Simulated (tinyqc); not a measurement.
# Inputs raised by 10 %, one at a time

Model: Raman shift of the zone-centre optical phonon of a diamond-structure crystal under stress. Computed by tinyqc, a small Python program. Command: `OMP_NUM_THREADS=1 python tinyqc.py 3007256 3007257 out.jsonl ramanstress sens`. One thread of a shared host (Intel(R) Xeon(R) Processor @ 2.30GHz), about 0.01 s of CPU time with the checks.

Axes x, y, z are the cube axes. Strain shifts the threefold optical mode and can split it; p, q and r are the phonon deformation potentials.

Inputs (values chosen for the exercise, for a model crystal):
```
quantity                             value      unit
unstrained frequency omega_0           829      1/cm
p/omega_0^2                          -1.28         -
q/omega_0^2                          -2.04         -
r/omega_0^2                         -0.968         -
C11                                    201       GPa
C12                                    100       GPa
C44                                     71       GPa
stress sigma (tension positive)      -0.11       GPa
polarisation angle phi                  60    degree
temperature coefficient d omega/dT  -0.022  1/(cm K)
local temperature T                    310         K
laser wavelength                       364        nm
```

Stress state: hydrostatic. Axis: none.

Constants: h = 6.62607015e-34 J s; c = 299792458 m/s; k_B = 1.380649e-23 J/K.

Method:
- S11 = (C11 + C12)/D, S12 = -C12/D, D = (C11 - C12)(C11 + 2 C12), S44 = 1/C44.
- Hydrostatic stress: sigma_ij = sigma delta_ij.
- eps_xx = S11 sigma_xx + S12 (sigma_yy + sigma_zz), and cyclic; eps_xy = S44 sigma_xy/2 (tensor strain).
- Secular matrix: M_xx = p eps_xx + q (eps_yy + eps_zz), M_xy = 2 r eps_xy; its eigenvalues are omega^2 - omega_0^2, and the shifts are these over 2 omega_0.
- gamma = -(p + 2q)/(6 omega_0^2); the mean of the three shifts is -gamma omega_0 x (volume strain).
- Backscattering from a (001) surface: incident polarisation (cos phi, sin phi, 0). With Raman tensors (R_z)_xy = (R_z)_yx = 1 and cyclic, only the z component u_z of a mode counts: I = u_z^2 sin^2(2 phi) for parallel and u_z^2 cos^2(2 phi) for crossed polarisers. An unresolved line sits at the intensity-weighted shift, which is M_zz/(2 omega_0).
- A temperature above 300 K shifts the line by (d omega/dT)(T - 300 K); divided by the shift per stress it poses as a stress; the total shift adds it to the shift of the observed line. The anti-Stokes to Stokes ratio is [(omega_L + omega_0)/(omega_L - omega_0)]^3 exp(-h c omega_0/(k_B T)) in photon counts, omega_L = 1/wavelength, resonance effects left out.

Runs; columns: (1) input moved; (2) from; (3) to; (4) shift of the observed line (1/cm); (5) mean shift (1/cm); (6) shift per stress (1/(cm GPa)); (7) anti-Stokes/Stokes ratio:
```
(1)                                       (2)      (3)     (4)     (5)     (6)      (7)
base run                                    -        -  0.6094  0.6094  -5.540  0.02557
unstrained frequency omega_0 (1/cm)       829    911.9  0.6704  0.6704  -6.094  0.01772
p/omega_0^2                             -1.28   -1.408  0.6240  0.6240  -5.673  0.02557
q/omega_0^2                             -2.04   -2.244  0.6558  0.6558  -5.962  0.02557
r/omega_0^2                            -0.968  -1.0648  0.6094  0.6094  -5.540  0.02557
C11 (GPa)                                 201    221.1  0.5804  0.5804  -5.276  0.02557
stress sigma (tension positive) (GPa)   -0.11   -0.121  0.6704  0.6704  -5.540  0.02557
local temperature T (K)                   310      341  0.6094  0.6094  -5.540  0.03627
```

Exponents ln(y'/y) / ln(x'/x):
```
input                            shift of the observed line  mean shift  shift per stress  anti-Stokes/Stokes ratio
unstrained frequency omega_0                          1.000       1.000             1.000                    -3.847
p/omega_0^2                                           0.248       0.248             0.248                     0.000
q/omega_0^2                                           0.770       0.770             0.770                     0.000
r/omega_0^2                                           0.000       0.000             0.000                     0.000
C11                                                  -0.513      -0.513            -0.513                     0.000
stress sigma (tension positive)                       1.000       1.000             0.000                     0.000
local temperature T                                   0.000       0.000             0.000                     3.670
```

To which inputs is each result most sensitive?

Among the inputs moved here: shift of the observed line answers most in size to unstrained frequency omega_0 (exponent +1.000), and about equally to stress sigma (tension positive) (+1.000); its exponent is below 0.0005 for r/omega_0^2, local temperature T. Its exponent +1.000 in unstrained frequency omega_0: p, q and r scale with omega_0^2. Its exponent 0.000 in r/omega_0^2: M_zz holds no shear strain. Mean shift answers most in size to unstrained frequency omega_0 (exponent +1.000), and about equally to stress sigma (tension positive) (+1.000); its exponent is below 0.0005 for r/omega_0^2, local temperature T. shift per stress answers most in size to unstrained frequency omega_0 (exponent +1.000), next to q/omega_0^2 (+0.770); its exponent is below 0.0005 for r/omega_0^2, stress sigma (tension positive), local temperature T. anti-Stokes/Stokes ratio answers most in size to unstrained frequency omega_0 (exponent -3.847), next to local temperature T (+3.670); its exponent is below 0.0005 for p/omega_0^2, q/omega_0^2, r/omega_0^2, C11, stress sigma (tension positive).

Caution (all rows): this stress has components normal to the (001) face, so it cannot reach a free (001) surface; it can act on buried material.
